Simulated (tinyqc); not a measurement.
Electron mobility in a silicon inversion layer, empirical terms and Matthiessen rule: universality: two dopings at the same effective field.

Inversion layer of sheet density Ns on a uniformly doped body, under a high-permittivity gate with an interlayer. The mobility terms are empirical power laws with prefactors chosen for the exercise; adding their inverses (Matthiessen) is itself an approximation.

ni = sqrt(Nc Nv) exp(-Eg/(2 Vt)), Eg in volts; Ndep = sqrt(2 eps0 eps_r Nb (2 Vt ln(Nb/ni) + Vsb)/q); E = q (Ndep + eta Ns)/(eps0 eps_r), in MV/cm. With t = T/(300 K): muC = Ac (Ns/1e12 cm^-2) t/(Nb/1e17 cm^-3 + Nit/1e11 cm^-2), muP = Ap E^(-1/3) t^(-1.75), muS = As E^(-gs), muR = Ar exp(2 ti/lr)/t; 1/mu is the sum of the inverses. For each E, Ns is chosen to give that field on bodies with Nb = 8e16 and 6.3e17 cm^-3; the last column leaves out muC.

Parameters, values chosen for the exercise; material values close to those of silicon:

| symbol | value | unit | meaning |
|---|---|---|---|
| T | 300 | K | temperature |
| Eg | 1.11 | eV | band gap |
| eps_r | 11.7 |  | relative permittivity of the semiconductor |
| Nc | 2.85e19 | cm^-3 | conduction-band density of states at T |
| Nv | 2.67e19 | cm^-3 | valence-band density of states at T |
| Vsb | 0 | V | reverse body bias |
| eta | 0.5 |  | weight of the inversion charge in the effective field |
| Ap | 431 | cm^2/(V s) | phonon-limited mobility at 1 MV/cm and 300 K |
| As | 944 | cm^2/(V s) | roughness-limited mobility at 1 MV/cm |
| gs | 2 |  | exponent of the roughness term |
| Ac | 3600 | cm^2/(V s) | Coulomb prefactor |
| Nit | 1.5e11 | cm^-2 | charge at the interface |
| Ar | 190 | cm^2/(V s) | remote-phonon mobility without interlayer |
| ti | 0.9 | nm | interlayer thickness |
| lr | 0.8 | nm | decay length of remote phonons |

Constants: q = 1.602176634e-19 C, kB = 1.380649e-23 J/K, Vt = kB T/q, eps0 = 8.8541878128e-14 F/cm where lengths are in cm. Results are converted to the units shown.

Results:
columns A: E (MV/cm); B: Ns, light body (cm^-2); C: mu, light (cm^2/(V s)); D: Ns, heavy body (cm^-2); E: mu, heavy (cm^2/(V s)); F: without muC (cm^2/(V s))
```
A             B      C         D      E      F
0.448  3.965e12  369.8  3.340e11  110.8  393.3
0.527  4.987e12  350.7  1.356e12  231.4  367.2
0.62   6.189e12  328.6  2.558e12  264.0  340.1
0.73   7.612e12  303.7  3.981e12  266.5  311.7
1.01   1.123e13  248.7  7.602e12  235.4  252.3
1.19   1.356e13  219.3  9.929e12  211.3  221.6
1.4    1.628e13  189.9  1.264e13  185.3  191.3
```

Estimate the missing row, E = 0.859 MV/cm.

Computed row:
columns A: E (MV/cm); B: Ns, light body (cm^-2); C: mu, light (cm^2/(V s)); D: Ns, heavy body (cm^-2); E: mu, heavy (cm^2/(V s)); F: without muC (cm^2/(V s))
```
A             B      C         D      E      F
0.859  9.280e12  276.9  5.649e12  254.7  282.3
```

With this row back in the table: The heavily doped body has 0.299 of the mobility of the light one in the first row and 0.976 in the last; there they lie 3.2 % below and 0.75 % below the curve without Coulomb scattering, which depends on E alone. The heavy body leaves that curve at low E because its field comes mostly from depletion charge and few carriers screen.

Computed by the program tinyqc: `OMP_NUM_THREADS=1 python tinyqc.py 2510033 2510034 out.jsonl`, one thread of a shared Intel Xeon 2.30GHz, about 0.01 s for the whole run.
